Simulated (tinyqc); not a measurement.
Three-phonon processes in a diatomic chain: dispersion, energy and momentum conservation, and decay channels of optical phonons. Changing the heavy mass M. Computed by tinyqc, a small Python program. Command: `OMP_NUM_THREADS=1 python tinyqc.py 3120954 3120955 out.jsonl threeph sweep`. One thread of a shared host (Intel(R) Xeon(R) Processor @ 2.30GHz), about 0.01 s of CPU time with the checks.

Cell length a, two atoms, one spring constant. x = q a/pi runs from -1 to 1; A and O are the acoustic and optical branches. Matrix elements are not computed: only conservation laws and occupation factors are followed.

Inputs (values chosen for the exercise, for a model chain): light mass m = 31 u; spring constant k = 7 eV/angstrom^2.

Constants: nu for 1 eV/(angstrom^2 u) = 15.6333042 THz.

Method. omega^2 = k (1/m + 1/M) -/+ k sqrt((1/m + 1/M)^2 - 4 sin^2(pi x/2)/(m M)); nu = 15.6333042 THz x sqrt(omega^2) for eV/(angstrom^2 u). Acoustic top sqrt(2 k/M), optical bottom sqrt(2 k/m), optical top sqrt(2 k (1/m + 1/M)).

One run for each value; columns: (1) heavy mass M (u); (2) optical top over twice the acoustic top; (3) optical bottom over twice the acoustic top; (4) optical width over acoustic top; (5) acoustic top (THz):
```
(1)      (2)    (3)     (4)    (5)
32.6   0.716  0.513  0.4069  10.24
40.3   0.758  0.570  0.3764   9.21
49.6   0.806  0.632  0.3475   8.31
62.0   0.866  0.707  0.3178   7.43
77.5   0.935  0.791  0.2897   6.64
89.9   0.987  0.851  0.2719   6.17
108.0  1.059  0.933  0.2510   5.63
140.0  1.174  1.063  0.2235   4.94
186.0  1.323  1.225  0.1963   4.29
```

What does the table show?

Over the rows, optical top over twice the acoustic top rises from 0.716 to 1.32 (exponent d ln y / d ln x 0.27 between the first rows and 0.42 between the last); optical bottom over twice the acoustic top rises from 0.513 to 1.22 (exponent d ln y / d ln x about 0.50 throughout); optical width over acoustic top falls from 0.407 to 0.196 (exponent d ln y / d ln x -0.37 between the first rows and -0.46 between the last).
